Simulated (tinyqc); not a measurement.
Single-domain magnet: Stoner-Wohlfarth switching, Neel-Arrhenius retention, LLG dynamics and spin torque: one step, computed by the program tinyqc. Command: `OMP_NUM_THREADS=1 python tinyqc.py 3003647 3003648 out.jsonl macro walk`. One thread of a shared host (Intel(R) Xeon(R) Processor @ 2.30GHz), about 0.01 s of CPU time with the checks.

The moment is uniform, with unit vector m; z is the easy axis. mu_0 = 1.25663706212e-6 T m/A, gamma = 1.76085963023e11 rad/(s T).

Problem. Effective anisotropy. The disc is treated as an oblate spheroid with p = t/d: N_z = [1 - p arccos(p)/sqrt(1 - p^2)]/(1 - p^2); V = pi d^2 t/4; K_eff = K_u + K_i/t + K_shape, K_shape = -(mu_0 M_s^2/4)(3 N_z - 1); mu_0 H_K = 2 K_eff/M_s.

Inputs (values chosen for the exercise, for a model magnet): saturation magnetisation M_s = 669 kA/m; diameter d = 41 nm; thickness t = 0.93 nm; interface anisotropy K_i = 0.382 mJ/m^2; bulk anisotropy K_u = 26 kJ/m^3.

Shape: thin disc, easy axis normal to it.

Give: demagnetising factor N_z; volume V; K_shape; K_eff; anisotropy field mu_0 H_K.

Solution.

demagnetising factor N_z = 0.9654

volume V = 1228 nm^3

K_shape = -266.6 kJ/m^3

K_eff = 170.1 kJ/m^3

anisotropy field mu_0 H_K = 0.5087 T

Shape works against the easy axis and takes 61 % of the other terms. Caution: a flat cylinder has a smaller N_z than the spheroid of the same t/d, so K_eff of a real disc is larger.
